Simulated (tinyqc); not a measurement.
# Illuminated p-n diode, drift-diffusion by the Gummel loop with Scharfetter-Gummel fluxes: what changes with what

Abrupt junction at x = 0, p side from -Lp, n side to Ln, ohmic contacts. psi is counted from the intrinsic level; n = ni exp((psi - phin)/Vt), p = ni exp((phip - psi)/Vt). Contacts: p side psi = V - Vt ln(Na/ni), p = Na, n = ni^2/Na; n side psi = Vt ln(Nd/ni), n = Nd, p = ni^2/Nd. Constant mobilities, D = mu Vt, Boltzmann statistics, SRH recombination through a mid-gap level, U = (n p - ni^2)/(tp (n + ni) + tn (p + ni)). Current is positive from the p contact to the n contact.

Parameters, values chosen for the exercise; band and dielectric values close to those of gallium arsenide:

| symbol | value | unit | meaning |
|---|---|---|---|
| T | 275 | K | temperature |
| Eg | 1.43 | eV | band gap |
| eps_r | 12.9 |  | relative permittivity |
| Nc | 3.86e17 | cm^-3 | conduction-band density of states at T |
| Nv | 8.04e18 | cm^-3 | valence-band density of states at T |
| Na | 9.7e15 | cm^-3 | acceptor density of the p side |
| Nd | 9.1e15 | cm^-3 | donor density of the n side |
| mun | 6400 | cm^2/(V s) | electron mobility |
| mup | 320 | cm^2/(V s) | hole mobility |
| tn | 2e-9 | s | SRH lifetime of electrons |
| tp | 1e-10 | s | SRH lifetime of holes |
| Lp | 6.8 | um | length of the p side |
| Ln | 1 | um | length of the n side |

Constants: q = 1.602176634e-19 C, kB = 1.380649e-23 J/K, Vt = kB T/q, eps0 = 8.8541878128e-14 F/cm where lengths are in cm. Results are converted to the units shown.

Each table varies one quantity; the others keep the values above.

## Current against voltage in the dark

ni = sqrt(Nc Nv) exp(-Eg/(2 Vt)), Eg in volts. Poisson and both continuity equations are solved self-consistently with Scharfetter-Gummel fluxes on a graded mesh of 500 nodes. J_scr is q times the integral of U between -xp and xn. Ideal diffusion current J_id = q ni^2 [Dn coth(wp/Le)/(Le Na) + Dp coth(wn/Lh)/(Lh Nd)] (exp(V/Vt) - 1), Le = sqrt(Dn tn), Lh = sqrt(Dp tp), wp = Lp - xp, wn = Ln - xn, with xp and xn from the depletion approximation (W = sqrt(2 eps0 eps_r (Vbi - V)(1/Na + 1/Nd)/q), xp = W Nd/(Na + Nd), xn = W Na/(Na + Nd), Vbi = Vt ln(Na Nd/ni^2)). Ideality factor = 0.004 V/(Vt ln[J(V + 0.004 V)/J(V)]). Here G = 0.

In this table G = 0 cm^-3 s^-1.

Current against voltage in the dark:
```
V (V),J (A/cm^2),ideality factor,J_scr/J (%),J_id (A/cm^2),share recombining at the contacts (%),larger minority/doping at -xp and xn
0.24,9.01e-9,1.93,100,5.01e-15,1.97e-5,8.56e-18
0.34,8.01e-8,1.93,100,3.40e-13,1.49e-4,5.80e-16
0.45,8.89e-7,1.92,100,3.53e-11,0.00137,5.98e-14
0.55,8.05e-6,1.91,100,2.40e-9,0.0102,4.04e-12
0.65,7.47e-5,1.88,99.8,1.63e-7,0.0738,2.73e-10
0.76,9.18e-4,1.81,98.2,1.69e-5,0.613,2.79e-8
0.86,0.0105,1.63,89.3,0.00115,3.60,1.87e-6
0.97,0.254,1.29,54.9,0.119,15.0,1.86e-4
1.07,7.31,1.35,17.0,8.06,29.8,0.00926
```

J rises from 9.01e-9 to 7.31 A/cm^2; the ideality factor moves up and down between 1.29 and 1.93. Recombination in the depleted layer carries over half of the current up to V = 0.97 V, where the factor is 1.29; it grows roughly as exp(V/2 Vt), so diffusion overtakes it. Where the factor is lowest (V = 0.97 V), J is 2.14 times the ideal diffusion current.

## Solar-cell figures against the uniform generation rate

Jsc = -J(0), collected share Jsc/(q G (Lp + Ln)), estimate q G [W + Le tanh(wp/2 Le) + Lh tanh(wn/2 Lh)] at V = 0 with Le = sqrt(Dn tn), Lh = sqrt(Dp tp), W, wp = Lp - xp and wn = Ln - xn from the depletion approximation; J(Voc) = 0; Vmp maximises -J V; FF = Pmax/(Jsc Voc).

Result of one run:
```
G (cm^-3 s^-1),Jsc (mA/cm^2),collected share (%),estimate of Jsc (mA/cm^2),Voc (V),Vmp (V),FF,Pmax (mW/cm^2)
3e20,17.9,47.7,18.1,0.878,0.757,0.777,12.2
```

What becomes of these results when the uniform generation rate G is changed from 3e20 to 2e22 cm^-3 s^-1, all else the same?

Result of the changed run:
```
G (cm^-3 s^-1),Jsc (mA/cm^2),collected share (%),estimate of Jsc (mA/cm^2),Voc (V),Vmp (V),FF,Pmax (mW/cm^2)
2e22,1.20e3,48.1,1.20e3,1.01,0.905,0.807,982
```

The whole series:
```
G (cm^-3 s^-1),Jsc (mA/cm^2),collected share (%),estimate of Jsc (mA/cm^2),Voc (V),Vmp (V),FF,Pmax (mW/cm^2)
7e19,4.17,47.7,4.21,0.821,0.698,0.766,2.62
3e20,17.9,47.7,18.1,0.878,0.757,0.777,12.2
1e21,59.6,47.7,60.2,0.921,0.803,0.787,43.2
5e21,299,47.8,301,0.972,0.861,0.799,232
2e22,1.20e3,48.1,1.20e3,1.01,0.905,0.807,982
```

As G rises from 7e19 to 2e22, the collected share rises from 47.7 to 48.1 %, Voc rises from 0.821 to 1.01 V and FF rises from 0.766 to 0.807. The estimate of Jsc is within 1.0 % in all rows. Voc gains 77.7 mV a decade of Jsc, an ideality of 1.42.

Program tinyqc, `OMP_NUM_THREADS=1 python tinyqc.py 2240074 2240075 out.jsonl`; Intel Xeon 2.30GHz, shared host, one thread, about 0.9 s.
